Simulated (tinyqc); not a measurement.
Worked calculation: Schottky barrier with interface states (Cowley-Sze model), image lowering and contact resistance. Computed by tinyqc, a small Python program that keeps every step. Command: `OMP_NUM_THREADS=1 python tinyqc.py 3006057 3006058 out.jsonl pinning walk`. One thread of a shared host (Intel(R) Xeon(R) Processor @ 2.30GHz), about 0.01 s of CPU time with the checks. Intermediate numbers are printed to about 6 digits and carried at full precision; extremes and crossings named in words are read from the listed rows.

An n-type semiconductor under a metal. The barrier lies between the Schottky-Mott limit phi_M - chi and the Bardeen limit E_g - E_n, E_n being the neutrality level of the interface states; the space-charge term of the full Cowley-Sze expression is left out.

Inputs (values chosen for the exercise, with gap, mass and screening modelled on germanium):

| quantity | value | unit |
|---|---|---|
| gap E_g | 0.673 | eV |
| electron affinity chi | 4 | eV |
| metal work function phi_M | 4.57 | eV |
| neutrality level E_n above the valence band | 0.448 | eV |
| interface-state density D | 1.5e+14 | cm^-2 eV^-1 |
| dipole layer thickness delta | 0.46 | nm |
| dipole layer constant eps_i | 4 | - |
| dielectric constant eps_s | 16.8 | - |
| electron mass m_e | 0.214 | m_0 |
| valleys M_c | 4 | - |
| donor density N | 1.6e+18 | cm^-3 |
| temperature T | 200 | K |
| reverse bias V_r | 4.3 | V |

Pinning factor from: interface states.

Constants: e = 1.602176634e-19 C; eps_0 = 8.8541878128e-12 F/m; k_B = 8.617333262e-05 eV/K; m_0 = 9.1093837015e-31 kg; k_B = 1.380649e-23 J/K; h = 6.62607015e-34 J s; hbar = 1.054571817e-34 J s.

## Pinning factor and barrier

S = 1/(1 + e^2 D delta/(eps_i eps_0)); for D per eV, e^2 D is the number e x D in SI units, with 1 cm^-2 = 1e4 m^-2. phi_B = S (phi_M - chi) + (1 - S)(E_g - E_n); the hole barrier is E_g - phi_B.

pinning factor S = 0.242635

Schottky-Mott barrier = 0.57 eV

Bardeen barrier = 0.225 eV

barrier phi_B = 0.308709 eV

hole barrier = 0.364291 eV

The contact is partly pinned.

## Depletion layer and image lowering under reverse bias

N_c = 2 M_c (2 pi m_e k_B T/h^2)^(3/2); xi = E_c - E_F solves N = N_c F_1/2(-xi/k_B T) (bisection; full ionisation). F_1/2(eta) = (2/sqrt(pi)) int_0^infinity sqrt(x)/(1 + exp(x - eta)) dx, by the trapezoid rule in t = sqrt(x) with step 0.02 up to t = 12 (for eta < -12 by exp(eta) - exp(2 eta)/2^(3/2)). V_bi = phi_B - xi; W = sqrt(2 eps_s eps_0 (V_bi + V_r - k_B T/e)/(e N)); field at the metal E_m = e N W/(eps_s eps_0); image lowering sqrt(e E_m/(4 pi eps_s eps_0)).

N_c = 5.40898e+18 cm^-3

xi = 0.0191978 eV

built-in voltage V_bi = 0.289511 V

depletion width W = 72.8442 nm

field E_m = 1.25536e+06 V/cm

image lowering = 0.103730 eV

Caution: the field is near or above breakdown for such a gap, so avalanche or tunnelling current would take over. Caution: the image lowering is a large part of the barrier, so these depletion and emission formulas are rough. Caution: the field is near breakdown. Caution: E_00 = (e hbar/2) sqrt(N/(m_e eps_s eps_0)) is above 0.3 k_B T, so tunnelling through the barrier adds to the thermionic currents, most of all under reverse bias.

## Thermionic current

A* = 4 pi e m_e M_c k_B^2/h^3 (a simple valley count); J_s = A* T^2 exp(-phi/k_B T). J_0 uses phi_B; the reverse current uses phi_B less the image lowering, times 1 - exp(-V_r/k_B T).

Richardson constant A* = 102.868 A cm^-2 K^-2

J_0 = 0.0684245 A/cm^2

thermionic reverse current = 28.1252 A/cm^2

Image lowering raises the reverse current by a factor 411.

## Tunnelling scale and contact resistivity

E_00 = (e hbar/2) sqrt(N/(m_e eps_s eps_0)), E_0 = E_00 coth(E_00/k_B T); scaling form of the contact resistivity rho_c = (k_B/(e A* T)) exp(phi_B/E_0), which is the thermionic result when E_00 << k_B T and keeps only the leading exponential of tunnelling when E_00 >> k_B T; image lowering is left out of it.

E_00 = 0.0123858 eV

E_00/k_B T = 0.718659

E_0 = 0.0201044 eV

contact resistivity rho_c = 0.0195345 ohm cm^2

With the usual bounds 0.5 and 5 on E_00/k_B T the regime is thermionic-field emission. Caution: outside the thermionic regime the prefactor of rho_c is only an order-of-magnitude estimate.

## Choosing the metal

The formulas are those given above.

Against work function:

| phi_M (eV) | Schottky-Mott (eV) | phi_B (eV) | J_0 (A/cm^2) | rho_c (ohm cm^2) |
|---|---|---|---|---|
| 4.00 | 0.00 | 0.170407 | 2.09061e+02 | 2.01000e-05 |
| 4.10 | 0.10 | 0.194671 | 5.11516e+01 | 6.71951e-05 |
| 4.19 | 0.19 | 0.216508 | 1.44074e+01 | 1.99097e-04 |
| 4.29 | 0.29 | 0.240771 | 3.52510e+00 | 6.65589e-04 |
| 4.38 | 0.38 | 0.262608 | 9.92885e-01 | 1.97212e-03 |
| 4.48 | 0.48 | 0.286872 | 2.42932e-01 | 6.59288e-03 |
| 4.58 | 0.58 | 0.311136 | 5.94388e-02 | 2.20402e-02 |
| 4.67 | 0.67 | 0.332973 | 1.67416e-02 | 6.53046e-02 |

A span of 0.67 eV in work function moves the barrier by 0.163 eV (slope S = 0.243) and rho_c by 3.5 decades. The barrier equals its Schottky-Mott value only at phi_M = chi + E_g - E_n = 4.22 eV, where the interface states are neutral.

## Doping the contact

Regimes: thermionic below E_00/k_B T = 0.5, field emission above 5.

Against doping:

| N (cm^-3) | 1e10/sqrt(N) | E_00/k_B T | rho_c (ohm cm^2) | regime |
|---|---|---|---|---|
| 1.00e+16 | 1.00000e+02 | 5.68150e-02 | 2.47077e-01 | thermionic emission |
| 1.00e+17 | 3.16228e+01 | 1.79665e-01 | 2.08236e-01 | thermionic emission |
| 1.00e+18 | 1.00000e+01 | 5.68150e-01 | 4.56835e-02 | thermionic-field emission |
| 3.00e+18 | 5.77350e+00 | 9.84064e-01 | 3.88142e-03 | thermionic-field emission |
| 1.00e+19 | 3.16228e+00 | 1.79665e+00 | 5.24852e-05 | thermionic-field emission |
| 3.00e+19 | 1.82574e+00 | 3.11188e+00 | 1.29415e-06 | thermionic-field emission |
| 1.00e+20 | 1.00000e+00 | 5.68150e+00 | 9.80017e-08 | field emission |
| 3.00e+20 | 5.77350e-01 | 9.84064e+00 | 2.58566e-08 | field emission |
| 1.00e+21 | 3.16228e-01 | 1.79665e+01 | 1.13512e-08 | field emission |

Over the thermionic rows rho_c changes by a factor 1.2 only, and then it falls fast, by 7.3 decades in all; in field emission ln rho_c is linear in 1/sqrt(N). It passes below 1e-7 ohm cm^2 at N = 1e20 cm^-3 of those listed.

Checks made by the program: charge in the layer against the field (relative difference below 1e-10).
